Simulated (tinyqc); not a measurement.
Comparisons within one model: Shockley-Read-Hall recombination through one deep level. A value that a table varies takes the place of the one given here.

One level at Et with degeneracy 1: tn = 1/(sn vth Nt), tp = 1/(sp_ vth Nt), n1 = Nc exp((Et - Eg)/kT), p1 = Nv exp(-Et/kT), ni^2 = n1 p1. Equilibrium p0 = Nm, n0 = ni^2/Nm; n = n0 + dn, p = p0 + dn. U = (n p - ni^2)/(tp (n + n1) + tn (p + p1)), lifetime dn/U; emission rates en = sn vth n1, ep = sp_ vth p1.

Constants: kB = 8.617333262e-05 eV/K.

Parameters, chosen for this exercise (gap and densities of states near those of GaAs at this temperature; not measured data): E1 = 0.759 eV (level (+1/0) above Ev); E2 = 0.666 eV (level (0/-1) above Ev); gm = 1 (degeneracy of the middle state, the others 1); T = 350 K; Eg = 1.398 eV (gap); Nc = 5.31e+17 1/cm^3 (conduction-band density of states); Nv = 1.23e+19 1/cm^3 (valence-band density of states); Nd = -1.2e+14 1/cm^3 (ionised shallow donors minus acceptors); Et = 0.759 eV (recombination level above Ev); Nt = 3.7e+14 1/cm^3 (defects); sn = 2.1e-16 cm^2 (electron capture cross-section); sp_ = 5.2e-15 cm^2 (hole capture cross-section); vth = 14000000 cm/s (thermal velocity, both carriers); Nm = 3.7e+15 1/cm^3 (equilibrium holes for the lifetime steps); dn = 8.3e+12 1/cm^3 (excess pairs).

## Charge state against the Fermi level (deep level with several charge states)

Energies from Ev. The defect has charge states +1, 0, -1 with weights 1, gm exp((EF - E1)/kT), exp((2 EF - E1 - E2)/kT); the shares are the weights over their sum. Boltzmann carriers: n = Nc exp((EF - Eg)/kT), p = Nv exp(-EF/kT). Neutrality: p - n + Nd + Nt <q> = 0.

Shares:
```
EF (eV),+1,0,-1,<q>
0.084,1.000,0.000,0.000,1.000
0.196,1.000,0.000,0.000,1.000
0.308,1.000,0.000,0.000,1.000
0.419,1.000,0.000,0.000,1.000
0.531,0.999,0.001,0.000,0.999
0.643,0.970,0.021,0.010,0.960
0.755,0.054,0.047,0.899,-0.846
0.867,0.000,0.001,0.999,-0.999
0.979,0.000,0.000,1.000,-1.000
1.090,0.000,0.000,1.000,-1.000
1.202,0.000,0.000,1.000,-1.000
1.314,0.000,0.000,1.000,-1.000
```

E2 lies below E1 (negative U = -0.093 eV), so the charge goes from +1 to -1 near (E1 + E2)/2 = 0.713 eV, two electrons at once; the middle state never exceeds a share of 0.0967.

## Defects against doping (deep level with several charge states)

Nt takes the listed multiples of |Nd|; the resistivity uses mobilities of 1000 (electrons) and 300 (holes) cm^2/(V s), chosen for the exercise, and e = 1.602176634e-19 C.

Neutral state:
```
Nt/|Nd|,EF (eV),n (1/cm^3),p (1/cm^3),rho (ohm cm)
0.01,0.3483,407,1.19e+14,175
0.10,0.3512,448,1.08e+14,193
0.30,0.3587,576,8.40e+13,248
0.60,0.3756,1.01e+03,4.80e+13,433
0.90,0.4174,4.03e+03,1.20e+13,1.73e+03
1.10,0.6596,1.24e+07,3.91e+09,5.27e+06
1.50,0.6853,2.91e+07,1.66e+09,1.18e+07
3.00,0.7009,4.87e+07,9.94e+08,1.80e+07
10.00,0.7091,6.40e+07,7.56e+08,2.15e+07
```

EF goes from 0.348 to 0.709 eV and the resistivity from 175 to 2.15e+07 ohm cm, with a largest value of 2.15e+07. The largest move of EF, +0.242 eV, comes between Nt/|Nd| = 0.9 and 1.1; the levels lie at 0.759 and 0.666 eV. A defect can take up to one carrier of either sign, so the doping can be cancelled no earlier than Nt = |Nd|, there only if EF lies well beyond the level that takes the carriers and otherwise at larger Nt (mean charge +0.10 in the last row).

## Lifetime against injection

Recombination:
```
dn (1/cm^3),lifetime (microsecond),U (1/(cm^3 s))
1.0e+11,0.9193,1.09e+17
1.0e+12,0.9193,1.09e+18
1.0e+13,0.9194,1.09e+19
1.0e+14,0.9203,1.09e+20
1.0e+15,0.9272,1.08e+21
1.0e+16,0.9464,1.06e+22
1.0e+17,0.9551,1.05e+23
1.0e+18,0.9563,1.05e+24
```

The lifetime rises from 0.9193 to 0.9563 microsecond; tn + tp = 0.9564. At low injection it is tn (1 + p1/p0) + tp n1/p0 with n1/Nm = 9e-08 and p1/Nm = 3.9e-08: re-emission is negligible, so minority capture alone counts. Auger and radiative paths are left out; they cut in at the highest injections, and in a doped direct-gap crystal the radiative one counts at all injections. dn = dp neglects trapped charge, which matters where the traps hold a charge comparable with dn, at low injection and with very unequal cross sections.

## Where a level does most harm

Et takes the values listed; G = Nt en ep/(en + ep) in a depleted region; the lifetime is for dn = 1e11 1/cm^3.

Results:
```
Et (eV),lifetime (microsecond),G (1/(cm^3 s))
0.084,190,6.93e+04
0.196,5.52,2.84e+06
0.308,1.03,1.17e+08
0.419,0.922,4.62e+09
0.531,0.919,1.89e+11
0.643,0.919,7.76e+12
0.755,0.919,2.97e+14
0.867,0.919,1.08e+14
0.979,0.919,2.65e+12
1.090,0.919,6.68e+10
1.202,0.927,1.63e+09
1.314,1.25,3.98e+07
```

Generation peaks where en = ep, at Eg/2 + (kT/2) ln(sp_ Nv/(sn Nc)) = 0.795 eV; the largest value listed is at 0.755 eV, and G falls by a decade for each 0.069 eV away from the peak. The lifetime is within a factor 2 of its minimum, 0.919 microsecond, from 0.308 to 1.314 eV: recombination tolerates a wide range of Et, generation a narrow one.

## What moves lifetime and leakage

G = Nt en ep/(en + ep). Each row changes one parameter from the base and keeps the others.

Results:
```
case,lifetime (microsecond),G (1/(cm^3 s))
base,0.9194,3.32e+14
Et = 0.799 eV,0.9194,5.90e+14
sn = 4.2e-16 cm^2,0.4597,6.13e+14
sp_ = 1.04e-14 cm^2,0.9193,3.47e+14
Nt = 1.85e+14 1/cm^3,1.839,1.66e+14
Nm = 1.11e+16 1/cm^3,0.9193,3.32e+14
dn = 2.49e+13 1/cm^3,0.9195,3.32e+14
```

The largest shifts from the base row, up to three for each result and ties (the steps differ in size, so this ranks the rows, not the parameters). lifetime (microsecond): Nt +0.919, sn -0.460, dn +0.000165; unchanged at the printed digits by Et. G (1/(cm^3 s)): sn +2.80e+14, Et +2.57e+14, Nt -1.66e+14; unchanged at the printed digits by Nm and dn.

(tinyqc, `OMP_NUM_THREADS=1 python tinyqc.py 1682132 1682133 out.jsonl`, Intel(R) Xeon(R) Processor @ 2.30GHz, 1 thread, shared host, about 0.01 s.)
